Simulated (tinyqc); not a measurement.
# MOS capacitor on an n-type substrate, surface potential from the exact charge relation: effect of the density of interface traps on threshold and swing

Uniform n-type substrate, Boltzmann statistics, full ionisation, classical densities. psi is the surface potential against the body (positive when the bands bend down) and u = -psi/Vt. Traps are spread evenly over the gap and neutral at flat band, so their charge is -q Dit psi; the minority quasi-Fermi level is shifted by Vb.

ni = sqrt(Nc Nv) exp(-Eg/(2 Vt)), Eg in volts; phiF = Vt ln(N/ni); Cox = eps0 eox/tox; Vfb = phiM - chi - Vt ln(Nc/N) - q Nf/Cox; VT = Vfb - [(2 phiF + Vb)(1 + q Dit/Cox) + sqrt(2 eps0 eps_r q N (2 phiF + Vb))/Cox]. gamma = sqrt(2 eps0 eps_r q N)/Cox; Wm = sqrt(2 eps0 eps_r (2 phiF + Vb)/(q N)); m = 1 + (eps0 eps_r/Wm + q Dit)/Cox; swing m Vt ln 10; Cmin/Cox = 1/(1 + Cox Wm/(eps0 eps_r)).

Inputs (values chosen for the exercise); band and dielectric values those of a made-up semiconductor:
```
symbol,value,unit,meaning
T,293,K,temperature
Eg,0.756,eV,band gap
eps_r,16.3,,relative permittivity
Nc,1.86e17,cm^-3,conduction-band density of states at T
Nv,8.15e18,cm^-3,valence-band density of states at T
chi,5.66,eV,electron affinity
N,2.7e16,cm^-3,donor density of the substrate
eox,25.2,,relative permittivity of the gate insulator (close to zirconium oxide)
tox,16,nm,insulator thickness
phiM,6.3,eV,gate work function
Nf,4.1e11,cm^-2,"fixed charge at the interface, in units of q"
Vb,0,V,reverse bias of the inversion layer against the body
```

Constants: q = 1.602176634e-19 C, kB = 1.380649e-23 J/K, Vt = kB T/q, eps0 = 8.8541878128e-14 F/cm where lengths are in cm. Results are converted to the units shown.

The same in every row: Vfb (V) = 0.54417; 2 phiF (V) = 0.56310; gamma (V^0.5) = 0.080129; Wm (nm) = 193.84; Cmin/Cox = 0.050685.

Effect of the density of interface traps on threshold and swing:
```
Dit (cm^-2 eV^-1)     VT (V)       m  swing (mV/decade)
0                  -0.079065  1.0534             61.241
1e10               -0.079712  1.0545             61.308
3e10               -0.081006  1.0568             61.442
1e11               -0.085534  1.0649             61.909
3e11               -0.098473  1.0879             63.245
1e12                -0.14376  1.1683             67.921
3e12                -0.27315  1.3981             81.280
1e13                -0.72601  2.2023             128.04
```

What does the comparison show?

As Dit goes from 0 to 1e13, VT falls from -0.0791 to -0.726 V, the swing rises from 61.2 to 128 mV/decade and Cmin/Cox stays at 0.0507. Vfb does not move.

tinyqc, about 0.01 s, one thread, Intel Xeon 2.30GHz (shared host): `OMP_NUM_THREADS=1 python tinyqc.py 2060079 2060080 out.jsonl`
